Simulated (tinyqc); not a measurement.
A particle near a wafer in liquid: double-layer and van der Waals forces (DLVO), deposition barrier and removal: one step, computed by the program tinyqc. Command: `OMP_NUM_THREADS=1 python tinyqc.py 3113345 3113346 out.jsonl dlvo walk`. One thread of a shared host (Intel(R) Xeon(R) Processor @ 2.30GHz), about 0.01 s of CPU time with the checks.

Sphere and flat wall, Derjaguin approximation, constant potentials in the linear-superposition form, no retardation and no hydration force.

Problem. The curve. U(h) = Z R exp(-kappa h) - A R/(6 h); F(h) = -dU/dh = kappa Z R exp(-kappa h) - A R/(6 h^2), positive for repulsion.

Inputs (values chosen for the exercise, of the order of those for silica on silica in water): particle radius R = 300 nm; Hamaker constant A = 5.2e-21 J; temperature T = 298 K.

kappa = 0.04289860 1/nm

Z = 3.394358 pN

Constants: k_B = 1.380649e-23 J/K.

Give: the table «Against the gap» with the columns kappa h, U (k_B T), F (pN), for h (nm) = 0.4, 0.6, 1.0, 1.5, 2.5, 4.0, 7.0, 12.0, 20.0, 40.0.

Solution.

Against the gap:

| h (nm) | kappa h | U (k_B T) | F (pN) |
|---|---|---|---|
| 0.4 | 0.017 | 85.3 | -1.582e+03 |
| 0.6 | 0.026 | 135.9 | -6.796e+02 |
| 1.0 | 0.043 | 173.9 | -2.182e+02 |
| 1.5 | 0.064 | 189.9 | -7.459e+01 |
| 2.5 | 0.107 | 197.1 | -2.359e+00 |
| 4.0 | 0.172 | 192.7 | 2.055e+01 |
| 7.0 | 0.300 | 174.3 | 2.705e+01 |
| 12.0 | 0.515 | 142.6 | 2.430e+01 |
| 20.0 | 0.858 | 101.8 | 1.787e+01 |
| 40.0 | 1.716 | 42.9 | 7.692e+00 |

Caution: in rows with kappa h below 1 linear superposition is only rough.
